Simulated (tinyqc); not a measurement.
Hexagonal on-chip spiral inductor, lumped pi model: effect of the number of turns.

Outer diameter do = di + 2 n wd + 2 (n - 1) sp, mean da = (do + di)/2, fill p = (do - di)/(do + di), length l = 3.464 n da. L = 2.33 mu0 n^2 da/(1 + 3.82 p), mu0 = 4 pi 1e-7 H/m. Rs = rho l/(wd delta (1 - exp(-th/delta))), delta = sqrt(rho/(pi f mu0)). Cs = n wd^2 eps0 eo/hu across the coil. At each end Cox = l wd eps0 eo/(2 ho) leads to the substrate branch Rsi = 2 rs he/(l wd) in parallel with Csi = l wd eps0 11.7/(2 he). With one end grounded Y = 1/(Rs + i w L) + i w Cs + 1/[1/(i w Cox) + 1/(1/Rsi + i w Csi)], w = 2 pi f; Q = -Im Y/Re Y. Eddy currents in neighbouring turns and in the substrate are left out.

Peak Q and its frequency from a search over f; self-resonance where Im Y = 0; Q at the given f (negative beyond resonance).

Values chosen for this exercise; values of the order met in silicon radio-frequency processes:
- wd = 4 um (line width)
- sp = 2 um (space between turns)
- di = 80 um (inner diameter)
- th = 4 um (metal thickness)
- rho = 3 uohm cm (metal resistivity)
- ho = 3.2 um (oxide below the coil)
- hu = 1.4 um (oxide between coil and underpass)
- eo = 3 (relative permittivity of the oxide)
- rs = 20 ohm cm (substrate resistivity)
- he = 30 um (effective spreading depth in the substrate)
- f = 7.7 GHz (frequency)

Constants: eps0 = 8.8541878128e-12 F/m. Results are converted to the units shown.

Result of one run:
```
n    L (nH)  do (um)  peak Q  f of the peak (GHz)  self-resonance (GHz)  Q at f
8.5   11.13    178.0   5.818                1.778                 9.866  0.9672
```

What becomes of these results when the number of turns n is changed from 8.5 to 3.5, all else the same?

Result of the changed run:
```
n    L (nH)  do (um)  peak Q  f of the peak (GHz)  self-resonance (GHz)  Q at f
3.5   2.049    118.0   8.885                10.39                 42.12   8.624
```

The whole series:
```
n    L (nH)  do (um)  peak Q  f of the peak (GHz)  self-resonance (GHz)  Q at f
1.5  0.4384    94.00   12.03                51.57                 147.2   6.029
2.5   1.109    106.0   10.30                20.19                 69.67   8.077
3.5   2.049    118.0   8.885                10.39                 42.12   8.624
4.5   3.260    130.0   7.820                6.164                 28.62   7.667
5.5   4.757    142.0   7.052                4.024                 20.81   5.800
6.5   6.555    154.0   6.512                2.865                 15.81   3.818
8.5   11.13    178.0   5.818                1.778                 9.866  0.9672
```

As n goes from 1.5 to 8.5, L rises from 0.438 to 11.1 nH, the peak Q falls from 12.0 to 5.82, its frequency falls from 51.6 to 1.78 GHz and the self-resonance falls from 147 to 9.87 GHz.

Computed by the program tinyqc: `OMP_NUM_THREADS=1 python tinyqc.py 2302216 2302217 out.jsonl`, one thread of a shared Intel Xeon 2.30GHz, about 0.01 s for the whole run.
